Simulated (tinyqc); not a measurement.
Worked calculation: carrier lifetime from Shockley-Read-Hall, radiative, Auger and surface recombination. Computed by tinyqc, a small Python program that keeps every step. Command: `OMP_NUM_THREADS=1 python tinyqc.py 3021802 3021803 out.jsonl lifetime walk`. One thread of a shared host (Intel(R) Xeon(R) Processor @ 2.30GHz), about 0.03 s of CPU time with the checks. Intermediate numbers are printed to about 6 digits and carried at full precision; extremes and crossings named in words are read from the listed rows.

Energies are counted from the top of the valence band. Boltzmann statistics, full ionisation, and equal excess densities of electrons and holes.

Inputs (values chosen for the exercise, with bands modelled on InP):
```
quantity                          value        unit
gap E_g                            1.36          eV
electron mass m_e                0.0807         m_0
valleys M_c                           1           -
hole mass m_h                     0.624         m_0
temperature T                       300           K
doping N                        7.3e+15       cm^-3
trap level E_t                    0.467          eV
trap density N_t                1.2e+11       cm^-3
electron cross-section sigma_n    3e-17        cm^2
hole cross-section sigma_p      2.8e-17        cm^2
radiative coefficient B         2.7e-10      cm^3/s
Auger coefficient C_n           6.8e-32      cm^6/s
Auger coefficient C_p           7.4e-32      cm^6/s
excess density dn               2.4e+13       cm^-3
generation rate G               5.1e+22  cm^-3 s^-1
diffusion coefficient D             3.2      cm^2/s
```

Doping: n-type. Surface term: none.

Constants: m_0 = 9.1093837015e-31 kg; k_B = 1.380649e-23 J/K; h = 6.62607015e-34 J s; k_B = 8.617333262e-05 eV/K.

## Equilibrium densities

N_c = 2 M_c (2 pi m_e k_B T/h^2)^(3/2) and N_v = 2 (2 pi m_h k_B T/h^2)^(3/2), masses in units of m_0. n_i = sqrt(N_c N_v) exp(-E_g/2 k_B T); majority density N/2 + sqrt(N^2/4 + n_i^2), minority density n_i^2 over it.

N_c = 5.75284e+17 cm^-3

N_v = 1.23694e+19 cm^-3

n_i = 1.00605e+07 cm^-3

n_0 = 7.30e+15 cm^-3

p_0 = 0.0138648 cm^-3

## Capture times and SRH densities

v = sqrt(3 k_B T/m) with m_e or m_h; tau_n0 = 1/(sigma_n v_n N_t), tau_p0 = 1/(sigma_p v_p N_t); n1 = N_c exp(-(E_g - E_t)/k_B T), p1 = N_v exp(-E_t/k_B T).

v_n = 4.11132e+07 cm/s

v_p = 1.47852e+07 cm/s

tau_n0 = 0.00675641 s

tau_p0 = 0.0201296 s

n1 = 572.984 cm^-3

p1 = 1.76642e+11 cm^-3

n1 and p1 are both far below the doping: the level acts as a deep recombination centre.

## Lifetimes at the given injection

With n = n_0 + dn, p = p_0 + dn and U/dn = 1/tau: (n p - n_i^2)/dn = n_0 + p_0 + dn = s; 1/tau_SRH = s/[tau_p0 (n + n1) + tau_n0 (p + p1)]; 1/tau_rad = B s; 1/tau_Aug = (C_n n + C_p p) s; the rates add. Radiative efficiency = tau_eff/tau_rad; effective diffusion length = sqrt(D tau_eff).

tau_SRH at dn = 0.0201519 s

tau_rad at dn = 5.05694e-07 s

tau_Aug at dn = 0.273180 s

effective lifetime at dn = 5.05680e-07 s

radiative efficiency at dn = 0.999973

effective diffusion length at dn = 12.7208 micrometre

Radiative recombination carries 100 % of the rate; dn/N = 0.0033 is low injection.

## Steady state under generation

dn solves dn/tau_eff(dn) = G (60 bisections in ln dn between 1e-2 and 1e22 cm^-3); the splitting of the quasi-Fermi levels is k_B T ln(n p/n_i^2).

steady excess density = 1.05700e+16 cm^-3

lifetime in the steady state = 2.07255e-07 s

quasi-Fermi splitting under G = 1.08761 eV

The splitting, an upper bound for e V_oc, is 80 % of the gap.

## Lifetime against injection

Rows stop below half the smaller effective density of states.

Lifetimes (s):
```
dn (cm^-3)        SRH    radiative        Auger    effective  radiative efficiency  fastest channel
1.00e+10    0.0201297  5.07356e-07  2.75958e-01  5.07342e-07              0.999973        radiative
1.00e+11    0.0201298  5.07350e-07  2.75948e-01  5.07336e-07              0.999973        radiative
1.00e+12    0.0201307  5.07287e-07  2.75843e-01  5.07273e-07              0.999973        radiative
1.00e+13    0.0201390  5.06663e-07  2.74796e-01  5.06649e-07              0.999973        radiative
1.00e+14    0.0202210  5.00501e-07  2.64659e-01  5.00487e-07              0.999973        radiative
1.00e+15    0.0209437  4.46229e-07  1.88725e-01  4.46219e-07              0.999976        radiative
1.00e+16    0.0240351  2.14087e-07  3.01625e-02  2.14083e-07              0.999984        radiative
1.00e+17    0.0264263  3.45173e-08  6.34146e-04  3.45154e-08              0.999944        radiative
```

tau_SRH goes from 0.0201 s at low injection (the minority capture time, 0.0201 s) to 0.0264 s in the last row; at high injection it tends to tau_n0 + tau_p0 = 0.0269 s. Ruling channel by row: radiative from 1e10 cm^-3.

## Where in the gap a trap does harm

Low injection: tau = [tau_p0 (n_0 + n1) + tau_n0 (p_0 + p1)]/(n_0 + p_0). Depleted region (n = p = 0): generation lifetime tau_g = (tau_p0 n1 + tau_n0 p1)/n_i. n1 = N_c exp(-(E_g - E_t)/k_B T), p1 = N_v exp(-E_t/k_B T).

The same trap at other energies:
```
E_t (eV)  SRH lifetime (s)  generation lifetime (s)
0.082             0.500087              3.48263e+08
0.204             0.024412              3.10740e+06
0.340             0.020152              1.61324e+04
0.476             0.020130              8.37526e+01
0.612             0.020130              4.35122e-01
0.680             0.020130              3.56703e-02
0.748             0.020130              6.25065e-02
0.884             0.020130              1.16052e+01
1.020             0.020133              2.23537e+03
1.156             0.020723              4.30576e+05
1.278             0.086635              4.82569e+07
```

The SRH lifetime (other channels left aside) stays within 10 % of its least value, among these rows, from E_t = 0.34 to 1.156 eV. The generation lifetime has a sharp minimum, among these rows at 0.68 eV and exactly at 0.706 eV, where tau_p0 n1 = tau_n0 p1, since generation needs two thermal jumps and the larger one rules.

Checks made by the program: n1 p1 = n_i^2 (relative difference below 1e-10).
